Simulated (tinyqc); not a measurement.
Resistance of a source-drain extension with a graded tip: two steps of the calculation.

y runs along the channel, the gate covers y > 0. The doping is N0 for y < y0 and N0 10^(-(y - y0)/la) beyond, uniform over the depth xj. Sheet conductance s(y) = q mu(N) max(N - Nch, 0) xj + (for y > 0) ma Cox Vo, with mu(N) = u0 + (u1 - u0)/(1 + (N/Nr)^au) and Cox = eps0 eox/tox. Current is taken as one-dimensional; depletion of the tip, spreading and the contact are left out. The metallurgical junction lies at yj, where N = Nch.

Parameters, values chosen for the exercise; mobility law close to that of electrons in silicon:
- eox = 3.9 (relative permittivity of the gate insulator (close to silicon dioxide))
- tox = 1.4 nm (insulator thickness)
- N0 = 2.8e20 cm^-3 (active doping of the extension far from the gate)
- la = 2.3 nm/decade (lateral abruptness)
- y0 = 0.9 nm (position under the gate where the fall begins (gate edge at 0))
- xj = 23 nm (depth of the extension)
- Nch = 2e18 cm^-3 (channel doping)
- Vo = 0.47 V (gate overdrive)
- ma = 84 cm^2/(V s) (mobility of the gate-induced layer)
- u1 = 1414 cm^2/(V s) (mobility at low doping)
- u0 = 68.5 cm^2/(V s) (mobility at high doping)
- Nr = 9.2e16 cm^-3 (reference doping)
- au = 0.711 (exponent)
- Lg = 90 nm (gate length)

Constants: q = 1.602176634e-19 C, eps0 = 8.8541878128e-14 F/cm where lengths are in cm. Results are converted to the units shown.

Question 1. Sheet resistances and junction position. yj = y0 + la log10(N0/Nch); sheet resistance of the full extension 1/[q mu(N0)(N0 - Nch) xj] and of the gate-induced layer 1/(ma Cox Vo); metallurgical length Lg - 2 yj; ye is where the doped and the gate-induced conductances are equal.

Give: yj; sheet resistance of the extension; sheet resistance of the induced layer; metallurgical length; ye; N at ye.

Answer 1.

yj = 5.8361 nm
sheet resistance of the extension = 133.77 ohm/square
sheet resistance of the induced layer = 10269 ohm/square
metallurgical length = 78.328 nm
ye = 5.2349 nm
N at ye = 3.6511e18 cm^-3

The gate takes over 0.601 nm before the junction, where N is still 1.83 times the channel doping.

Question 2. Resistance of the overlapped part. Midpoint rule on 12 equal steps from 0 to yj: R_ov = sum h/s(y), per width.

Find: y; N; doped conductance; sheet resistance; R_ov.

Answer 2.

```
point  y (nm)  N (cm^-3)  doped conductance (uS)  sheet resistance (ohm/square)
0      0.2432   2.800e20                    7476                          132.0
1      0.7295   2.800e20                    7476                          132.0
2       1.216   2.041e20                    5518                          178.1
3       1.702   1.254e20                    3475                          279.9
4       2.189   7.708e19                    2203                          434.6
5       2.675   4.737e19                    1408                          664.5
6       3.161   2.911e19                   904.9                          997.8
7       3.648   1.789e19                   582.6                           1471
8       4.134   1.099e19                   370.9                           2136
9       4.620   6.756e18                   226.2                           3091
10      5.107   4.152e18                   121.0                           4580
11      5.593   2.551e18                   37.45                           7417
```

R_ov = 10.46 ohm um

Computed by the program tinyqc: `OMP_NUM_THREADS=1 python tinyqc.py 2282251 2282252 out.jsonl`, one thread of a shared Intel Xeon 2.30GHz, about 0.05 s for the whole run.
